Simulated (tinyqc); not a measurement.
Kinetic Monte Carlo and master equation for a particle on a ring of sites with traps and bias. Inputs raised by 5 %, one at a time. Computed by tinyqc, a small Python program. Command: `OMP_NUM_THREADS=1 python tinyqc.py 3001227 3001228 out.jsonl kmc sens`. One thread of a shared host (Intel(R) Xeon(R) Processor @ 2.30GHz), about 0.01 s of CPU time with the checks.

8 sites on a ring, numbered 1 to 8. The saddle between i and i+1 lies at E0 + s b_i and site i at s eps_i; a force F tilts the landscape, with the saddle half-way.

Inputs (values chosen for the exercise, for a model defect):
```
quantity                         value         unit
reference barrier E0              0.67           eV
scale factor s of the disorder       1            -
attempt frequency nu                19          THz
temperature T                      570            K
site spacing a                     3.5     angstrom
force F along the ring          0.0049  eV/angstrom
```

Disorder: both.

site energies eps_i (eV): -0.11  -0.051  -0.039  0  -0.14  0  0  -0.14

saddle shifts b_i between sites i and i+1 (eV): 0.035  -0.0087  0.003  0.057  0.071  -0.058  -0.0077  0.011

Constants: k_B = 8.617333262e-05 eV/K.

Method:
- Rates: k(i to i+1) = nu exp(-(E0 + s b_i - s eps_i - F a/2)/(k_B T)), k(i to i-1) = nu exp(-(E0 + s b_(i-1) - s eps_i + F a/2)/(k_B T)).
- Share right = k right/(k right + k left); mean stay = 1/(k right + k left).
- Master equation dP/dt = W P, W_(i+1,i) = k right, W_(i-1,i) = k left, columns summing to zero. The steady state is its null vector; drift v = a sum P_i (k right - k left). D = a^2 lambda''(0)/2, where lambda(q) is the leading eigenvalue of W with right hops weighted by exp(q) and left hops by exp(-q).
- The slowest relaxation rate is minus the real part of the next eigenvalue of W. 1 angstrom = 1e-8 cm.
- At zero force D0 = a^2 nu exp(-E0/(k_B T)) / [<exp(-s eps/(k_B T))> <exp(s b/(k_B T))>], with means over the ring; Einstein relation v = D0 F/(k_B T); 1 angstrom = 1e-8 cm.

Runs; columns: (1) input moved; (2) from; (3) to; (4) drift velocity v (cm/s); (5) diffusivity D (cm^2/s); (6) zero-force diffusivity D0 (cm^2/s); (7) D0 over the value without disorder:
```
(1)                                      (2)       (3)      (4)        (5)        (6)     (7)
base run                                   -         -  0.02398  2.592e-09  2.475e-09  0.0892
reference barrier E0 (eV)               0.67    0.7035  0.01213  1.310e-09  1.251e-09  0.0892
scale factor s of the disorder             1      1.05  0.02038  2.211e-09  2.107e-09  0.0760
attempt frequency nu (THz)                19     19.95  0.02518  2.721e-09  2.599e-09  0.0892
temperature T (K)                        570     598.5  0.05101  5.731e-09  5.508e-09  0.1037
site spacing a (angstrom)                3.5     3.675  0.02639  2.872e-09  2.728e-09  0.0892
force F along the ring (eV/angstrom)  0.0049  0.005145  0.02514  2.605e-09  2.475e-09  0.0892
```

Exponents ln(y'/y) / ln(x'/x):
```
input                           drift velocity v  diffusivity D  zero-force diffusivity D0  D0 over the value without disorder
reference barrier E0                     -13.979        -13.979                    -13.979                               0.000
scale factor s of the disorder            -3.337         -3.257                     -3.294                              -3.294
attempt frequency nu                       1.000          1.000                      1.000                               0.000
temperature T                             15.469         16.267                     16.397                               3.084
site spacing a                             1.964          2.108                      2.000                               0.000
force F along the ring                     0.964          0.108                      0.000                               0.000
```

Which inputs matter most for each result?

Among the inputs moved here: drift velocity v answers most in size to temperature T (exponent +15.469), next to reference barrier E0 (-13.979). Its exponent +0.964 in force F along the ring: linear response. Diffusivity D answers most in size to temperature T (exponent +16.267), next to reference barrier E0 (-13.979). Its exponent +1.000 in attempt frequency nu: nu sets the clock. Zero-force diffusivity D0 answers most in size to temperature T (exponent +16.397), next to reference barrier E0 (-13.979); its exponent is below 0.0005 for force F along the ring. Its exponent +2.000 in site spacing a: D scales with the square of the jump. D0 over the value without disorder answers most in size to scale factor s of the disorder (exponent -3.294), next to temperature T (+3.084); its exponent is below 0.0005 for reference barrier E0, attempt frequency nu, site spacing a, force F along the ring. Its exponent 0.000 in reference barrier E0: a common shift of all barriers cancels in the ratio.
